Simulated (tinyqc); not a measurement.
Kronig-Penney superlattice by transfer matrices: one step. Miniband edges. Two cases, with inputs chosen for the exercise.

Task: The edges are the energies where tr M/2 = +1 (q = 0) or -1 (q = pi/d); the first three minibands.

Wells (width a, potential 0, mass mw) alternate with barriers (width b, height V0, mass mb); period d = a + b; c = hbar^2/2m0. The vector (psi, psi'/m) is continuous, and a layer of thickness t carries it by M = [[cos kt, (m/k) sin kt], [-(k/m) sin kt, cos kt]] with k = sqrt(m (E - V)/c); for E < V, k = i kappa gives [[cosh, (m/kappa) sinh], [(kappa/m) sinh, cosh]] of kappa t. A Bloch state obeys cos(q d) = tr(Mb Mw)/2.

Constants: hbar^2/2m0 = 3.80998211 eV angstrom^2.

Give: Minibands.

Case 1.

Values chosen (near those of an InGaAs superlattice with barriers of InP; the results hold for these values, not for the real material): a = 129 angstrom (well width); b = 32 angstrom (barrier width); V0 = 0.246 eV (barrier height); mw = 0.0416 m0 (mass in the wells); mb = 0.0814 m0 (mass in the barriers).

Result:

Minibands:

| band | bottom (eV) | top (eV) | width (meV) |
|---|---|---|---|
| 1 | 0.0242 | 0.0304 | 6.2 |
| 2 | 0.0995 | 0.1247 | 25.3 |
| 3 | 0.2265 | 0.2891 | 62.6 |

2 minibands of these lie wholly below V0. The first gap is 69.1 meV wide; the single well of width a has E1 = 0.0272 eV, inside the first miniband.

Case 2.

Values chosen (near those of a GaAs superlattice with barriers of AlGaAs; the results hold for these values, not for the real material): a = 55 angstrom (well width); b = 44 angstrom (barrier width); V0 = 0.17 eV (barrier height); mw = 0.0653 m0 (mass in the wells); mb = 0.0844 m0 (mass in the barriers).

Result:

Minibands:

| band | bottom (eV) | top (eV) | width (meV) |
|---|---|---|---|
| 1 | 0.0520 | 0.0685 | 16.5 |
| 2 | 0.1776 | 0.2713 | 93.6 |
| 3 | 0.3213 | 0.5300 | 208.8 |

1 miniband of these lies wholly below V0. The first gap is 109.2 meV wide; the single well of width a has E1 = 0.0593 eV, inside the first miniband.

Computed by tinyqc, one run a case: `OMP_NUM_THREADS=1 python tinyqc.py N N+1 out.jsonl` with N = 1251960, 1252288; one thread of a shared Intel(R) Xeon(R) Processor @ 2.30GHz, about 0.06 s a run at most.
